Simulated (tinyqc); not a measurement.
# Bandgap voltage reference from two bipolar transistors: effect of the area ratio of the second transistor

Two transistors of area 1 and N carry the same current I. Is(T) = Is (T/T0)^eta exp[(Vg0 q/kB)(1/T0 - 1/T)], VBE1 = Vt ln(I/Is(T)) + I rb, VBE2 = Vt ln(I/(N Is(T))) + I rb/N. The amplifier forces I R1(T) = VBE1 - VBE2 + Vos, with R(T) = R (1 + tc (T - T0)) for both resistors, and the output is Vref = VBE1 + I R2(T). Base currents and the Early effect are neglected.

Vt = kB T/q; I = (Vt ln N + Vos)/(R1(T) - rb (1 - 1/N)). Box coefficient: span of Vref between 233 and 398 K over its average over T and over 165 K. The last column is the R2 that gives zero slope at T0.

Values chosen for this exercise; values of the order met in silicon bipolar transistors: reference temperature T0 = 323 K; band-gap voltage extrapolated to 0 K Vg0 = 1.174 V; temperature exponent of the saturation current eta = 3.1; saturation current of the unit transistor at T0 Is = 1e-16 A; resistor across which the difference of VBE falls, at T0 R1 = 15 kohm; temperature coefficient of both resistors tc = 0 ppm/K; offset of the amplifier Vos = 0 mV; series resistance of the unit transistor rb = 84 ohm; output resistor at T0 R2 = 106.5 kohm.

Constants: q = 1.602176634e-19 C, kB = 1.380649e-23 J/K. Results are converted to the units shown.

Effect of the area ratio of the second transistor:
```
N    I at T0 (uA)  Vref at T0 (V)  slope at T0 (uV/K)  box coefficient (ppm/K)  R2 for zero slope (kohm)
2           1.290          0.7855               -1384                     1732                     453.1
4           2.583          0.9427              -897.2                    939.0                     218.7
8           3.878           1.092              -435.1                    391.7                     142.7
15          5.051           1.224              -24.96                    19.16                     108.1
24          5.929           1.322               278.4                    215.8                     91.33
48          7.223           1.466               722.4                    499.3                     74.19
100         8.593           1.617                1189                    744.1                     61.79
```

What does the comparison show?

As N goes from 2 to 100, Vref rises from 0.7855 to 1.617 V and the box coefficient goes from 1730 through a minimum of 19.2 (at N = 15 among the rows listed) to 744 ppm/K. A larger N needs a smaller R2/R1, which lowers the gain seen by offset and noise.

Computed by the program tinyqc: `OMP_NUM_THREADS=1 python tinyqc.py 2062117 2062118 out.jsonl`, one thread of a shared Intel Xeon 2.30GHz, about 0.02 s for the whole run.
